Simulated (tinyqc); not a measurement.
Anisotropic elasticity and sound waves of a cubic crystal: one step, computed by the program tinyqc. Command: `OMP_NUM_THREADS=1 python tinyqc.py 3012666 3012667 out.jsonl cubicelastic walk`. One thread of a shared host (Intel(R) Xeon(R) Processor @ 2.30GHz), about 0.01 s of CPU time with the checks.

Voigt order 1..6 = xx, yy, zz, yz, xz, xy, with engineering shear strains. The rotated frame has x' as named, z' along the wafer normal and y' = z' x x'.

Problem. Stiffness in the rotated frame. C'_ijkl = C12 delta_ij delta_kl + C44 (delta_ik delta_jl + delta_il delta_jk) - H sum_m a_im a_jm a_km a_lm.

Inputs (values chosen for the exercise, modelled on copper): C12 = 123.7 GPa; C44 = 75.84 GPa.

Frame: (001) wafer, x' along [210].

H = 109.78 GPa

direction cosines a (rows x', y', z' in the cube axes):
```
            x         y         z
x'   0.894427  0.447214  0.000000
y'  -0.447214  0.894427  0.000000
z'   0.000000  0.000000  1.000000
```

Give: C'.

Solution.

C' (GPa), lower triangle (symmetric):
```
          1         2         3        4        5        6
1  200.7296
2   88.5704  200.7296
3  123.7000  123.7000  165.6000
4    0.0000    0.0000    0.0000  75.8400
5    0.0000    0.0000    0.0000   0.0000  75.8400
6   26.3472  -26.3472    0.0000   0.0000   0.0000  40.7104
```

Normal stress couples to shear strain in this frame.
